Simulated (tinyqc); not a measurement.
UHF in the 3-21g basis, for H3-, spin multiplicity 1, step by step. The basis has no diffuse functions, so it cannot describe the extra electron: this is an exercise in the method, not the real anion. One step of it, computed by the program tinyqc.

Problem. Iteration 11 (converged): orbitals. Diagonalise F' = X^T F X, C = X C', fill 2 alpha and 2 beta electrons from the bottom; D(s) = C_occ C_occ^T. Each column has its largest component positive (the first on a tie).

converged F(alpha) (hartree), order 1H 1s, 1H 2s, 2H 1s, 2H 2s, 3H 1s, 3H 2s:
$$\begin{pmatrix}
0.596753 & -0.166117 & -0.174149 & -0.191893 & -0.174149 & -0.191893 \\
-0.166117 & -0.021551 & -0.198271 & -0.131673 & -0.198271 & -0.131673 \\
-0.174149 & -0.198271 & 0.595870 & -0.195747 & 0.020069 & -0.011760 \\
-0.191893 & -0.131673 & -0.195747 & -0.014493 & -0.011760 & -0.051655 \\
-0.174149 & -0.198271 & 0.020069 & -0.011760 & 0.595870 & -0.195747 \\
-0.191893 & -0.131673 & -0.011760 & -0.051655 & -0.195747 & -0.014493
\end{pmatrix}$$

converged F(beta) (hartree), order 1H 1s, 1H 2s, 2H 1s, 2H 2s, 3H 1s, 3H 2s:
$$\begin{pmatrix}
0.596753 & -0.166117 & -0.174149 & -0.191893 & -0.174149 & -0.191893 \\
-0.166117 & -0.021551 & -0.198271 & -0.131673 & -0.198271 & -0.131673 \\
-0.174149 & -0.198271 & 0.595870 & -0.195747 & 0.020069 & -0.011760 \\
-0.191893 & -0.131673 & -0.195747 & -0.014493 & -0.011760 & -0.051655 \\
-0.174149 & -0.198271 & 0.020069 & -0.011760 & 0.595870 & -0.195747 \\
-0.191893 & -0.131673 & -0.011760 & -0.051655 & -0.195747 & -0.014493
\end{pmatrix}$$

X, order 1H 1s, 1H 2s, 2H 1s, 2H 2s, 3H 1s, 3H 2s:
$$\begin{pmatrix}
-0.794385 & 0.000000 & 0.879849 & 0.644605 & 0.000000 & 0.253621 \\
1.785674 & 0.000000 & -0.578568 & 0.265730 & 0.000000 & 0.361306 \\
0.440012 & -0.851882 & 0.684799 & -0.436996 & 0.408115 & 0.183438 \\
-1.134842 & 0.907877 & -0.497617 & -0.185984 & 0.382944 & 0.266615 \\
0.440012 & 0.851882 & 0.684799 & -0.436996 & -0.408115 & 0.183438 \\
-1.134842 & -0.907877 & -0.497617 & -0.185984 & -0.382944 & 0.266615
\end{pmatrix}$$

Give: F' = X^T F X; orbital energies; coefficients C; F' = X^T F X; orbital energies; coefficients C; D(alpha) after iteration 11; D(beta) after iteration 11.

Solution.

F' = X^T F X (alpha) (hartree):
$$\begin{pmatrix}
1.257 & 0.000 & -0.059 & -0.474 & 0.000 & 0.009 \\
0.000 & 1.466 & 0.000 & 0.000 & -0.391 & 0.000 \\
-0.059 & 0.000 & 1.531 & -0.053 & 0.000 & 0.117 \\
-0.474 & 0.000 & -0.053 & 0.759 & 0.000 & 0.008 \\
0.000 & -0.391 & 0.000 & 0.000 & 0.088 & 0.000 \\
0.009 & 0.000 & 0.117 & 0.008 & 0.000 & -0.191
\end{pmatrix}$$

orbital energies (alpha) (hartree): MO1 -0.199, MO2 -0.015, MO3 0.468, MO4 1.521, MO5 1.567, MO6 1.569

coefficients C (alpha), order 1H 1s, 1H 2s, 2H 1s, 2H 2s, 3H 1s, 3H 2s:
$$\begin{pmatrix}
0.192 & 0.000 & 0.207 & -0.089 & -1.341 & 0.000 \\
0.368 & 0.000 & 1.121 & 0.533 & 1.432 & 0.000 \\
0.138 & -0.177 & -0.093 & 0.925 & -0.069 & 0.928 \\
0.321 & -0.602 & -0.771 & -0.917 & -0.319 & -0.780 \\
0.138 & 0.177 & -0.093 & 0.925 & -0.069 & -0.928 \\
0.321 & 0.602 & -0.771 & -0.917 & -0.319 & 0.780
\end{pmatrix}$$

F' = X^T F X (beta) (hartree):
$$\begin{pmatrix}
1.257 & 0.000 & -0.059 & -0.474 & 0.000 & 0.009 \\
0.000 & 1.466 & 0.000 & 0.000 & -0.391 & 0.000 \\
-0.059 & 0.000 & 1.531 & -0.053 & 0.000 & 0.117 \\
-0.474 & 0.000 & -0.053 & 0.759 & 0.000 & 0.008 \\
0.000 & -0.391 & 0.000 & 0.000 & 0.088 & 0.000 \\
0.009 & 0.000 & 0.117 & 0.008 & 0.000 & -0.191
\end{pmatrix}$$

orbital energies (beta) (hartree): MO1 -0.199, MO2 -0.015, MO3 0.468, MO4 1.521, MO5 1.567, MO6 1.569

coefficients C (beta), order 1H 1s, 1H 2s, 2H 1s, 2H 2s, 3H 1s, 3H 2s:
$$\begin{pmatrix}
0.192 & 0.000 & 0.207 & -0.089 & -1.341 & 0.000 \\
0.368 & 0.000 & 1.121 & 0.533 & 1.432 & 0.000 \\
0.138 & 0.177 & -0.093 & 0.925 & -0.069 & -0.928 \\
0.321 & 0.602 & -0.771 & -0.917 & -0.319 & 0.780 \\
0.138 & -0.177 & -0.093 & 0.925 & -0.069 & 0.928 \\
0.321 & -0.602 & -0.771 & -0.917 & -0.319 & -0.780
\end{pmatrix}$$

D(alpha) after iteration 11, order 1H 1s, 1H 2s, 2H 1s, 2H 2s, 3H 1s, 3H 2s:
$$\begin{pmatrix}
0.037 & 0.071 & 0.026 & 0.062 & 0.026 & 0.062 \\
0.071 & 0.135 & 0.051 & 0.118 & 0.051 & 0.118 \\
0.026 & 0.051 & 0.050 & 0.151 & -0.012 & -0.063 \\
0.062 & 0.118 & 0.151 & 0.465 & -0.063 & -0.259 \\
0.026 & 0.051 & -0.012 & -0.063 & 0.050 & 0.151 \\
0.062 & 0.118 & -0.063 & -0.259 & 0.151 & 0.465
\end{pmatrix}$$

D(beta) after iteration 11, order 1H 1s, 1H 2s, 2H 1s, 2H 2s, 3H 1s, 3H 2s:
$$\begin{pmatrix}
0.037 & 0.071 & 0.026 & 0.062 & 0.026 & 0.062 \\
0.071 & 0.135 & 0.051 & 0.118 & 0.051 & 0.118 \\
0.026 & 0.051 & 0.050 & 0.151 & -0.012 & -0.063 \\
0.062 & 0.118 & 0.151 & 0.465 & -0.063 & -0.259 \\
0.026 & 0.051 & -0.012 & -0.063 & 0.050 & 0.151 \\
0.062 & 0.118 & -0.063 & -0.259 & 0.151 & 0.465
\end{pmatrix}$$
